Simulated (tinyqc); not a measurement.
Abrupt p-n junction, non-linear Poisson equation by Newton steps: one step of the calculation.

One dimension, p side on the left, n side on the right; net doping C = -Na for x < 0 and +Nd for x > 0. The potential psi is counted from the intrinsic level, and the quasi-Fermi potentials are flat: 0 for holes and -V for electrons, so n = ni exp((psi + V)/Vt) and p = ni exp(-psi/Vt) (Boltzmann statistics, full ionisation, no current).

Task. Converged densities, field and charge. n and p as above; field E_i = -(psi_(i+1) - psi_i)/h_i on each interval; charge on either side of the peak Q = eps0 eps_r |E|max (Gauss).

Inputs (values chosen for the exercise); band and dielectric values those of a made-up semiconductor:
```
symbol  value  unit                                meaning
T         250     K                            temperature
eps_r    14.6                        relative permittivity
V           0     V  bias of the p side against the n side
```

Constants: q = 1.602176634e-19 C, kB = 1.380649e-23 J/K, Vt = kB T/q, eps0 = 8.8541878128e-14 F/cm where lengths are in cm. Results are converted to the units shown.

```
node  x (nm)  converged psi (V)  net doping C (cm^-3)
0      -1860        -0.61449901               -2.6e15
1      -1010        -0.61151838               -2.6e15
2       -536        -0.47920397               -2.6e15
3       -277        -0.10159516               -2.6e15
4       -134         0.19951358               -2.6e15
5      -55.5         0.39282286               -2.6e15
6        -12         0.50849427               -2.6e15
7         12         0.57494218                  3e16
8       38.8         0.62418169                  3e16
9       68.7         0.65188067                  3e16
10       102         0.66283000                  3e16
11       139         0.66614114                  3e16
12       181         0.66697601                  3e16
13       228         0.66715154                  3e16
14       280         0.66718724                  3e16
```

ni = 1064.6784 cm^-3

Give: n; p; field E; peak |E|; charge Q.

Result.

```
node  n (cm^-3)  p (cm^-3)
0     4.360e-10   2.600e15
1     5.007e-10   2.264e15
2      2.328e-7   4.870e12
3         9.531    1.189e5
4       1.120e7     0.1012
5      8.834e10   1.283e-5
6      1.897e13   5.976e-8
7      4.145e14   2.735e-9
8      4.075e15  2.781e-10
9      1.474e16  7.689e-11
10     2.451e16  4.625e-11
11     2.858e16  3.966e-11
12     2.971e16  3.816e-11
13     2.995e16  3.785e-11
14     3.000e16  3.778e-11
```

field E, interval 0 to 13 (kV/cm): -0.04  -2.79  -14.58  -21.06  -24.63  -26.59  -27.69  -18.37  -9.26  -3.29  -0.89  -0.20  -0.04  -0.01
peak |E| = 27.69 kV/cm
charge Q = 35.79 nC/cm^2

tinyqc, about 0.01 s, one thread, Intel Xeon 2.30GHz (shared host): `OMP_NUM_THREADS=1 python tinyqc.py 2000032 2000033 out.jsonl`
